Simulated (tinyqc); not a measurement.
Empirical pseudopotential in a few plane waves, step by step. Computed by tinyqc, a small Python program that keeps every step. Settings: plane-wave index or count = 15. Command: `OMP_NUM_THREADS=1 python tinyqc.py 20091 20092 out.jsonl` (the two numbers bound the seeds that draw the settings). One thread of a shared host (Intel(R) Xeon(R) Processor @ 2.60GHz), about 0.2 s of CPU time with the checks.

## Bloch Hamiltonian at G

Parameters chosen for this model: fcc lattice, atoms at +/- a/8 (1,1,1); form factors in rydberg at |G|^2 in units of (2 pi/a)^2:
```
parameter                 value      unit
a                      5.790000  angstrom
VS(3)                 -0.246000        Ry
VS(8)                  0.057000        Ry
VS(11)                 0.090000        Ry
VA(3)                  0.110000        Ry
VA(4)                  0.038000        Ry
VA(11)                 0.034000        Ry
hbar^2/2m (2 pi/a)^2   4.486685        eV
```

k point G (2 pi / a): 0  0  0

Basis: the 15 shortest G (labels in 2 pi/a), the same at every k. H(G,G') = c |k + G|^2 delta + VS(|G-G'|^2) cos((G-G').tau) + i VA sin((G-G').tau), tau = a/8 (1,1,1); 1 Ry = 13.605693 eV.

H(k) at G (eV), lower triangle (Hermitian):
```
                     +0+0+0               -1-1-1               -1-1+1               -1+1-1
+0+0+0             0.000000
-1-1-1   2.366687-1.058275i            13.460054
-1-1+1  -2.366687-1.058275i   0.000000+0.517016i            13.460054
-1+1-1  -2.366687-1.058275i   0.000000+0.517016i             0.775525            13.460054
-1+1+1  -2.366687+1.058275i            -0.775525   0.000000+0.517016i   0.000000+0.517016i
+1-1-1  -2.366687-1.058275i   0.000000+0.517016i             0.775525             0.775525
+1-1+1  -2.366687+1.058275i            -0.775525   0.000000+0.517016i             0.000000
+1+1-1  -2.366687+1.058275i            -0.775525             0.000000   0.000000+0.517016i
+1+1+1   2.366687+1.058275i             0.000000            -0.775525            -0.775525
-2+0+0   0.000000-0.517016i  -2.366687+1.058275i  -2.366687-1.058275i  -2.366687-1.058275i
+0-2+0   0.000000-0.517016i  -2.366687+1.058275i  -2.366687-1.058275i   0.865861-0.327103i
+0+0-2   0.000000-0.517016i  -2.366687+1.058275i   0.865861-0.327103i  -2.366687-1.058275i
+0+0+2   0.000000+0.517016i  -0.865861-0.327103i   2.366687+1.058275i  -0.865861+0.327103i
+0+2+0   0.000000+0.517016i  -0.865861-0.327103i  -0.865861+0.327103i   2.366687+1.058275i
+2+0+0   0.000000+0.517016i  -0.865861-0.327103i  -0.865861+0.327103i  -0.865861+0.327103i

                     -1+1+1               +1-1-1               +1-1+1               +1+1-1
-1+1+1            13.460054
+1-1-1             0.000000            13.460054
+1-1+1             0.775525   0.000000+0.517016i            13.460054
+1+1-1             0.775525   0.000000+0.517016i             0.775525            13.460054
+1+1+1   0.000000+0.517016i            -0.775525   0.000000+0.517016i   0.000000+0.517016i
-2+0+0   2.366687-1.058275i   0.865861-0.327103i  -0.865861-0.327103i  -0.865861-0.327103i
+0-2+0  -0.865861-0.327103i  -2.366687-1.058275i   2.366687-1.058275i  -0.865861-0.327103i
+0+0-2  -0.865861-0.327103i  -2.366687-1.058275i  -0.865861-0.327103i   2.366687-1.058275i
+0+0+2  -2.366687+1.058275i  -0.865861+0.327103i  -2.366687+1.058275i   0.865861+0.327103i
+0+2+0  -2.366687+1.058275i  -0.865861+0.327103i   0.865861+0.327103i  -2.366687+1.058275i
+2+0+0   0.865861+0.327103i   2.366687+1.058275i  -2.366687+1.058275i  -2.366687+1.058275i

                     +1+1+1     -2+0+0     +0-2+0     +0+0-2
+1+1+1            13.460054
-2+0+0  -0.865861+0.327103i  17.946738
+0-2+0  -0.865861+0.327103i   0.775525  17.946738
+0+0-2  -0.865861+0.327103i   0.775525   0.775525  17.946738
+0+0+2  -2.366687-1.058275i  -0.775525  -0.775525   0.000000
+0+2+0  -2.366687-1.058275i  -0.775525   0.000000  -0.775525
+2+0+0  -2.366687-1.058275i   0.000000  -0.775525  -0.775525

           +0+0+2     +0+2+0     +2+0+0
+0+0+2  17.946738
+0+2+0   0.775525  17.946738
+2+0+0   0.775525   0.775525  17.946738
```

## Levels at G

Diagonalise the Hermitian matrix.

eigenvalues (eV): -3.656446  8.000360  8.000360  8.000360  12.587038  12.930636  12.930636  12.930636  16.395689  16.395689  17.915635  22.384800  22.384800  22.384800  25.775864

## Bands along a path

The same steps at evenly spaced points between the labelled ones.

Bands along the path (eV), lowest eight:
```
k            band 1    band 2    band 3    band 4     band 5     band 6     band 7     band 8
L         -1.999446  3.315963  7.477385  7.477385  11.712994  13.935281  13.935281  18.875746
L-G 0.25  -2.503808  3.991174  7.442198  7.442198  11.746365  13.793242  13.793242  18.079095
L-G 0.50  -3.090596  5.381876  7.611607  7.611607  12.066725  13.681579  13.681579  16.134087
L-G 0.75  -3.508625  7.034399  7.867877  7.867877  12.533074  13.228063  13.228063  13.871987
G         -3.656446  8.000360  8.000360  8.000360  12.587038  12.930636  12.930636  12.930636
G-X 0.25  -3.458942  7.058122  7.643882  7.643882  12.422487  13.619913  13.682424  13.682424
G-X 0.50  -2.895202  5.388508  7.028043  7.028043  11.701930  13.574074  15.471540  15.471540
G-X 0.75  -2.088023  3.884770  6.635554  6.635554  11.314976  12.510984  17.796259  17.796259
X         -1.411117  3.108129  6.650013  6.650013  11.309683  12.180905  20.486549  20.486549
```

With 4 band(s) filled, the highest filled level on these points lies at G and the lowest empty one at X: a gap of 3.3093 eV, indirect. This holds for the small fixed basis; with all plane waves up to |k + G|^2 = 21 (2 pi/a)^2 the gap along the path is 3.38 eV.

## Convergence with the number of plane waves

Levels at G counted from the fourth one.

Levels (eV):
```
plane waves     level 1   level 5   level 8
9            -15.217822  1.034033  4.123200
15           -11.656806  4.586678  4.930277
27           -10.569828  4.709377  5.239273
51           -10.613514  4.665983  5.390587
59           -10.695286  4.659751  5.070406
65           -10.708889  4.662303  4.990814
89           -10.657130  4.656488  5.039890
```
